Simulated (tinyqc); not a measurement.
# Worked calculation: surface Green function of a chain with one s and one p orbital a site, Sancho-Rubio decimation

Program tinyqc, `OMP_NUM_THREADS=1 python tinyqc.py 2680005 2680006 out.jsonl`; Intel Xeon 2.30GHz, shared host, one thread, about 0.01 s. Printed values are rounded.

A semi-infinite lead of cells 0, 1, 2, ... with H0 inside a cell and H1 = <cell i|H|cell i + 1>. H1 = [[-vss, vsp], [-vsp, vpp]]. z = E + i eta.

Values chosen for this exercise:
```
symbol,value,unit,meaning
es,-0.46,eV,s level
ep,2.48,eV,p level
vss,1,eV,s-s hopping (enters as -vss)
vpp,1.07,eV,p-p hopping (enters as +vpp)
vsp,1.2,eV,s-p hopping
E,4.66,eV,energy
eta,0.1,eV,broadening
```

## The blocks

Read off from the list of hoppings.

H0 (eV):
```
,s,p
s,-0.46,0
p,0,2.48
```

H1 (eV):
```
,s,p
s,-1,1.2
p,-1.2,1.07
```

## Round 1: decimation

Start with e_s = e = H0, a = H1, b = H1^dagger. Each round: g = (z - e)^(-1); e_s <- e_s + a g b; e <- e + a g b + b g a; a <- a g a; b <- b g b (all with the old a, b). Round k joins cells 2^k apart.

g (1/eV):
```
,s,p
s,0.1952380-0.0038132i,0.0000000+0.0000000i
p,0.0000000+0.0000000i,0.4577524-0.0209978i
```

e_s after round 1 (eV):
```
,s,p
s,0.394401-0.034050i,0.822040-0.031537i
p,0.822040-0.031537i,3.285223-0.029531i
```

e after round 1 (eV):
```
,s,p
s,1.248803-0.068100i,0.000000+0.000000i
p,0.000000+0.000000i,4.090447-0.059063i
```

a after round 1 (eV):
```
,s,p
s,-0.4639254+0.0264236i,0.3534684-0.0223853i
p,-0.3534684+0.0223853i,0.2429380-0.0185493i
```

b after round 1 (eV):
```
,s,p
s,-0.4639254+0.0264236i,-0.3534684+0.0223853i
p,0.3534684-0.0223853i,0.2429380-0.0185493i
```

## Round 2: decimation

As before.

g (1/eV):
```
,s,p
s,0.292442-0.014411i,0.000000+0.000000i
p,0.000000+0.000000i,1.628729-0.454866i
```

e_s after round 2 (eV):
```
,s,p
s,0.652264-0.126689i,1.003266-0.098067i
p,1.003266-0.098067i,3.412852-0.077321i
```

e after round 2 (eV):
```
,s,p
s,1.764528-0.253378i,0.000000+0.000000i
p,0.000000+0.000000i,4.345705-0.154642i
```

a after round 2 (eV):
```
,s,p
s,-0.1330950+0.0721162i,0.0862298-0.0502841i
p,-0.0862298+0.0502841i,0.0553027-0.0349472i
```

b after round 2 (eV):
```
,s,p
s,-0.1330950+0.0721162i,-0.0862298+0.0502841i
p,0.0862298-0.0502841i,0.0553027-0.0349472i
```

## Round 3: decimation

As before.

g (1/eV):
```
,s,p
s,0.340298-0.041532i,0.000000+0.000000i
p,0.000000+0.000000i,1.920837-1.556262i
```

e_s after round 3 (eV):
```
,s,p
s,0.651655-0.158036i,1.002168-0.118604i
p,1.002168-0.118604i,3.411675-0.090760i
```

e after round 3 (eV):
```
,s,p
s,1.763310-0.316071i,0.000000+0.000000i
p,0.000000+0.000000i,4.343351-0.181519i
```

a after round 3 (eV):
```
,s,p
s,0.00753124+0.01724190i,-0.00536827-0.01109690i
p,0.00536827+0.01109690i,-0.00379646-0.00712881i
```

b after round 3 (eV):
```
,s,p
s,0.00753124+0.01724190i,0.00536827+0.01109690i
p,-0.00536827-0.01109690i,-0.00379646-0.00712881i
```

## Course of the decimation

Stop when the largest entry of a and b is below 1e-12 eV, or after 60 rounds. The last column is -Im Tr (z - e_s)^(-1)/pi. At the end g_s = (z - e_s)^(-1), and the bulk Green function is (z - e)^(-1).

Course of the iteration:
```
round,"largest |a|, |b| (eV)",surface density of states (1/eV)
1,0.465,0.03587561
2,0.151,0.08659285
3,0.0188,0.09444302
4,2.73e-4,0.09432230
5,5.78e-8,0.09432227
6,< 1e-13,0.09432227
```

Converged in 6 rounds, which stand for 2^6 cells. E lies outside the bands, where the waves decay by themselves, so few rounds suffice whatever eta is.

## Self-energy, Dyson check and densities of states

converged surface Green function g_s (1/eV):
```
,s,p
s,0.2977811-0.0512698i,0.2185141-0.1027363i
p,0.2185141-0.1027363i,0.9293470-0.2450523i
```

converged bulk Green function (1/eV):
```
,s,p
s,0.338262-0.048478i,0.000000+0.000000i
p,0.000000+0.000000i,1.766047-1.567858i
```

Sigma = H1 g_s H1^dagger is what the lead adds to one more cell, and (z - H0 - Sigma)^(-1) must give g_s back. Densities of states: -Im of the diagonals over pi.

Sigma (eV):
```
,s,p
s,1.111607-0.157578i,1.002148-0.118303i
p,1.002148-0.118303i,0.931670-0.090562i
```

(z - H0 - Sigma)^(-1) (1/eV):
```
,s,p
s,0.2977811-0.0512698i,0.2185141-0.1027363i
p,0.2185141-0.1027363i,0.9293470-0.2450523i
```

```
orbital,surface density of states (1/eV),bulk density of states (1/eV)
s,0.01631970,0.0154312
p,0.07800257,0.4990648
```

The surface cell holds 0.0943 states per eV against 0.514 for a bulk cell.
